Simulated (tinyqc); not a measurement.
Strained alloy layer of InP and GaP on (001) GaAs, model-solid band line-up: one step of the calculation.

The layer is x parts of the first compound and 1 - x of the second, grown coherently on the third as substrate and barrier. Rows of the table: lattice constant a, average valence level Ea on an absolute scale, spin-orbit splitting so, gaps at Gamma, X and L, hydrostatic deformation potentials av and ac (Gamma), shear potential b, elastic constants, electron and heavy-hole (along z) masses. All are interpolated linearly in x; gaps get -C x (1 - x), taken wholly in the conduction band; real line-ups can differ from this model by 0.1 eV or more.

Task. Relaxed alloy and strain. In-plane strain e = (a_substrate - a)/a, e_z = -2 (c12/c11) e, volume change 2 e + e_z.

Values chosen for this exercise:
- x = 0.48 (fraction of the first compound in the layer)
- CG = 0.65 eV (bowing of the Gamma gap)
- CX = 0.2 eV (bowing of the X gap)
- CL = 1.03 eV (bowing of the L gap)

Binary compounds, values chosen for the exercise:
```
              close to InP  close to GaP  close to GaAs
a (angstrom)         5.869         5.451          5.653
Ea (eV)              -7.04          -7.4          -6.92
so (eV)              0.109        0.0811          0.341
EG (eV)               1.36          2.81           1.42
EX (eV)               2.21          2.27            1.9
EL (eV)               1.94          2.57           1.73
av (eV)               1.26          1.69           1.17
ac (eV)              -5.09          -7.1          -7.11
b (eV)               -1.72         -1.81          -1.72
c11 (GPa)             99.6           142            117
c12 (GPa)             56.2          61.6           53.4
me (m0)             0.0791         0.129         0.0672
mh (m0)              0.537         0.334           0.35
```

Give: a; Gamma gap; X gap; L gap; e; e_z; volume change.

Result.

a = 5.652 angstrom
Gamma gap = 1.952 eV
X gap = 2.191 eV
L gap = 2.011 eV
e = 0.02406 %
e_z = -0.02335 %
volume change = 0.02478 %

The relaxed alloy has its lowest gap at Gamma (direct). The layer is under tensile in-plane strain.

Program tinyqc, `OMP_NUM_THREADS=1 python tinyqc.py 2690108 2690109 out.jsonl`; Intel Xeon 2.30GHz, shared host, one thread, about 0.01 s.
